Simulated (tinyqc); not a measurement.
What moves the count of states: density of states of one tight-binding band of a chain.

E(k) = -2 t cos(2 pi k) - 2 t2 cos(4 pi k); k in fractions of the reciprocal vectors, mesh k_i = j/N with j = 0 .. N-1. Densities are per cell and per spin, so the band holds one state.

Each interval of the mesh is a segment with E linear in k: n = (E - e1)/(e2 - e1), g = 1/(e2 - e1) between its end values.

Gaussian broadening: g(E) = mean over the mesh of exp(-(E - E_k)^2/(2 sigma^2))/(sigma sqrt(2 pi)), n(E) = mean of erfc((E_k - E)/(sigma sqrt 2))/2.

Values chosen for the exercise: t = 1.36 eV (nearest hopping); t2 = 0.26 eV (second hopping); E = -2.5 eV (energy at which the density is wanted); sigma = 0.68 eV (Gaussian width).

Linear method and Gaussian sum with N = 400.

One parameter was then changed.

Results before and after:

| case | n linear | g linear (1/eV) | n Gaussian | g Gaussian (1/eV) |
|---|---|---|---|---|
| base | 0.1824 | 0.1314 | 0.1683 | 0.1360 |
| changed | 0.1890 | 0.1169 | 0.1765 | 0.1258 |

Which of these changes was made? (a) E = -2.364 eV; (b) sigma = 1.36 eV; (c) t2 = 0.328 eV; (d) t = 1.496 eV.
Answer: (c) t2 = 0.328 eV. Of the candidates, run in turn, only this one gives the changed row.

All candidates:

| case | n linear | g linear (1/eV) | n Gaussian | g Gaussian (1/eV) |
|---|---|---|---|---|
| base | 0.1824 | 0.1314 | 0.1683 | 0.1360 |
| t = 1.496 eV | 0.2093 | 0.1129 | 0.1977 | 0.1243 |
| E = -2.364 eV | 0.1997 | 0.1241 | 0.1866 | 0.1332 |
| sigma = 1.36 eV | 0.1824 | 0.1314 | 0.1757 | 0.1035 |
| t2 = 0.328 eV | 0.1890 | 0.1169 | 0.1765 | 0.1258 |

tinyqc: `OMP_NUM_THREADS=1 python tinyqc.py 1652415 1652416 out.jsonl`; about 0.01 s, one thread, shared Intel(R) Xeon(R) Processor @ 2.30GHz.
